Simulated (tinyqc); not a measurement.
Capillary instabilities by surface diffusion: grooving and agglomeration of films, edge retraction, wire break-up and smoothing of roughness: one step, computed by the program tinyqc. Command: `OMP_NUM_THREADS=1 python tinyqc.py 3029199 3029200 out.jsonl dewet walk`. One thread of a shared host (Intel(R) Xeon(R) Processor @ 2.30GHz), about 0.01 s of CPU time with the checks.

Isotropic surface energy; shapes change by surface diffusion alone.

Task: Will grooves cut through? Groove angle beta: sin(beta) = gamma_b/(2 gamma). For circular grains of radius R with spherical caps the groove ends (measured from the mean surface) at the depth R g(beta), g = (2 - 3 cos beta + cos^3 beta)/(3 sin^3 beta). The film parts if R g(beta_s) > h.

Inputs (values chosen for the exercise, of the order of those of a cobalt film): surface energy gamma_s = 2.19 J/m^2; grain-boundary energy gamma_b = 0.72 J/m^2; film thickness h = 34 nm; grain radius R = 250 nm.

Grooves: at the surface only.

Give: beta_s; sum of g; critical R/h; final depth over h.

Result:

beta_s = 9.4614 degrees

sum of g = 0.041472

critical R/h = 24.113

final depth over h = 0.30494

The grooves stop short by this estimate; triple junctions groove deeper and may still open.
